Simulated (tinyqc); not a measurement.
Cooling rate: nucleation and growth of vacancy voids in a cooling silicon-like crystal. Computed by tinyqc, a small Python program. Command: `OMP_NUM_THREADS=1 python tinyqc.py 3031694 3031695 out.jsonl voids walk`. One thread of a shared host (Intel(R) Xeon(R) Processor @ 2.30GHz), about 0.9 s of CPU time with the checks.

Spherical voids; vacancies are lost only to voids.

Inputs (values chosen for the exercise, close to those used for silicon): vacancy density at the melting point C_m = 4.1e+14 1/cm^3; formation energy E_f = 3.75 eV; melting point T_m = 1685 K; diffusion prefactor D0 = 0.00067 cm^2/s; migration energy E_m = 0.38 eV; site density rho = 5e+22 1/cm^3; void surface energy gamma = 0.866 J/m^2; cooling rate q = 14 K/min; ratio (V/G)/xi_c = 2.41; limit of the excess at high V/G = 2.3e+14 1/cm^3; temperature step = 0.125 K.

Vacancy supply: from V/G.

Constants: k_B = 8.617333262e-05 eV/K; k_B = 1.380649e-23 J/K.

Method:
- C = C_x (u - 1)/(u + 0.2) with u = (V/G)/xi_c, a form chosen for the exercise.
- C_e = C_m exp[-(E_f/k_B)(1/T - 1/T_m)]; D = D0 exp(-E_m/(k_B T)); f = k_B T ln(C/C_e); r* = 2 gamma/(rho f); W* = 16 pi gamma^3/(3 rho^2 f^2); Z = f/sqrt(12 pi W* k_B T); I = rho Z (4 pi r* D C) exp(-W*/(k_B T)).
- March down from 1500 K in steps dT, dt = dT/q, with values at the upper end of each step: a class of I dt voids is born with r*; then all classes grow by r^2 += 2 D (C - C_e) dt/rho; C falls by the vacancies added to voids. Stop at 1150 K. T_n is the T of the largest I, N the final count (classes under 1e-6 /cm^3 are dropped), and the mean radius the number average.

initial excess C = 1.24253e+14 1/cm^3

At fixed C:
```
q (K/min)   T_n (K)  N (1/cm^3)  mean radius (nm)
1.4        1430.375  5.4979e+05            101.94
3.5        1425.875  2.1207e+06             64.96
7.0        1422.250  5.8863e+06             46.20
14.0       1418.500  1.6332e+07             32.86
28.0       1414.500  4.5288e+07             23.38
56.0       1410.250  1.2548e+08             16.63
140.0      1404.125  4.8164e+08             10.61
```

What follows from these numbers?

Over the rows N goes as q^1.47 and the radius as q^-0.49, near the 3/2 and -1/2 of the scaling argument (depletion time 1/(4 pi N r D) equal to the time in the nucleation range, at fixed N r^3). T_n drops only 26 K for a factor 100 in q. Fast cooling gives many small voids, which an anneal can dissolve.

Extremes, crossings and ranges named in words are read from the listed rows.
